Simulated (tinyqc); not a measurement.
# Gate work function from the charge

Problem. For an undoped double gate, Q = 8 eps0 eps_r Vt beta tan(beta)/ts with 0 < beta < pi/2, and at the source (Vg - dphi)/(2 Vt) - ln[(2/ts) sqrt(2 eps0 eps_r Vt/(q ni))] = ln(beta) - ln(cos beta) + 2 r beta tan(beta), r = eps_r tox/(eox ts). Find beta and dphi.

Values chosen for this exercise; material values close to those of silicon: temperature T = 300 K; relative permittivity of the semiconductor eps_r = 11.5; relative permittivity of the gate insulator eox = 26; insulator thickness tox = 12 nm; body thickness ts = 5 nm; gate voltage Vg = 0.52 V.

Constants: q = 1.602176634e-19 C, kB = 1.380649e-23 J/K, Vt = kB T/q, eps0 = 8.8541878128e-14 F/cm where lengths are in cm. Results are converted to the units shown.

Qs = 416.53845 nC/cm^2
ni = 1.0632307e10 cm^-3

Solution. beta tan(beta) rises from 0 without bound on the interval, so the charge fixes beta; the second relation is then explicit in dphi. At this charge the surface density passes 0.3 Nc, so the classical Boltzmann model is only formal.

beta = 0.8569
dphi = -0.1200 V

Numbers from tinyqc (`OMP_NUM_THREADS=1 python tinyqc.py 2440140 2440141 out.jsonl`; about 0.03 s on one thread of a shared Intel Xeon 2.30GHz).
